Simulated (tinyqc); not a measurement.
Comparisons within one model: quasiparticle equation with a plasmon-pole self-energy for two band edges. A value that a table varies takes the place of the one given here.

For each edge E = e + X + Sc(E), with the correlation part Sc(E) = A[0]/(E - a + w) + A[1]/(E - b - w); a and b are the valence and conduction energies that enter the Green function (a = ev, b = ec in the one-shot scheme). Z = 1/(1 - dSc/dE), dSc/dE = -A[0]/(E - a + w)^2 - A[1]/(E - b - w)^2.

Parameters, chosen for this exercise (scales of the order of those of SiC; not measured data): ev = 0 eV (mean-field valence top); ec = 2.11 eV (mean-field conduction edge); w = 19.4 eV (pole energy); Av = (78.6, 38.2) eV^2 (weights of the valence state on the hole and electron poles); Ac = (41.4, 65.8) eV^2 (the same for the conduction state); Xv = -2.96 eV (exchange minus the mean-field potential, valence); Xc = 2.37 eV (the same, conduction).

## Schemes compared

Z = 1; linearised; exact one-shot; energies updated in G (a, b); updated in G and W, where w grows by half of the opening of the gap (a rule chosen for the exercise).

Results (eV):

| scheme | Ev | Ec | gap | opening |
|---|---|---|---|---|
| mean field | 0.000 | 2.110 | 2.110 | 0.000 |
| Z = 1 | -0.684 | 3.013 | 3.697 | 1.587 |
| linearised | -0.530 | 2.824 | 3.354 | 1.244 |
| one-shot, exact | -0.528 | 2.822 | 3.350 | 1.240 |
| update G | -0.578 | 2.898 | 3.476 | 1.366 |
| update G and W | -0.667 | 2.957 | 3.623 | 1.513 |

The openings run from 1.240 (one-shot, exact) to 1.587 eV (Z = 1). Linearising moves the gap by 4 meV, updating G +126 meV and updating W a further +147 meV: once Z is kept, the level of self-consistency matters more than linearising.

## The starting point

The mean-field gap is opened by d (ev lowered by d/2, ec raised by d/2) and X is changed by the opposite amounts, so that e + X stays; one-shot and G-updated gaps.

Gaps (eV):

| d | start | one-shot | update G |
|---|---|---|---|
| 0.0 | 2.110 | 3.3504 | 3.4763 |
| 0.2 | 2.310 | 3.3695 | 3.4763 |
| 0.4 | 2.510 | 3.3884 | 3.4763 |
| 0.6 | 2.710 | 3.4072 | 3.4763 |
| 0.9 | 3.010 | 3.4352 | 3.4763 |
| 1.2 | 3.310 | 3.4628 | 3.4763 |
| 1.6 | 3.710 | 3.4992 | 3.4763 |

The one-shot gap moves by a fraction 0.09 of any change of the starting gap, while the updated gap, 3.4763 eV, does not depend on it. The two agree where the start already equals the result, near d = 1.37 eV. A real change of starting point alters the orbitals and the screening too; this model holds both fixed.

## What each parameter does

Exact one-shot edges and Z of the valence state there. Each row changes one parameter from the base and keeps the others.

Results:

| case | Ev (eV) | Ec (eV) | gap (eV) | Z |
|---|---|---|---|---|
| base | -0.5284 | 2.8220 | 3.3504 | 0.7696 |
| w = 20.37 eV | -0.6309 | 2.8988 | 3.5298 | 0.7854 |
| Xv = -3.06 eV | -0.6053 | 2.8220 | 3.4273 | 0.7689 |
| Xc = 2.47 eV | -0.5284 | 2.9006 | 3.4290 | 0.7696 |
| ec = 2.21 eV | -0.5223 | 2.9155 | 3.4378 | 0.7701 |
| Av = (82.53, 38.2) eV^2 | -0.3693 | 2.8220 | 3.1913 | 0.7647 |
| Ac = (41.4, 69.09) eV^2 | -0.5284 | 2.6846 | 3.2129 | 0.7696 |

The largest shifts from the base row, up to three for each result and ties (the steps differ in size, so this ranks the rows, not the parameters). Ev (eV): Av +0.1591, w -0.1026, Xv -0.0769; unchanged at the printed digits by Xc and Ac. Ec (eV): Ac -0.1375, ec +0.0934, Xc +0.0786; unchanged at the printed digits by Xv and Av. gap (eV): w +0.1794, Av -0.1591, Ac -0.1375. Z: w +0.0158, Av -0.0049, Xv -0.0007; unchanged at the printed digits by Xc and Ac.

Program tinyqc; command `OMP_NUM_THREADS=1 python tinyqc.py 1850298 1850299 out.jsonl`; about 0.01 s on one thread of a shared Intel(R) Xeon(R) Processor @ 2.30GHz.
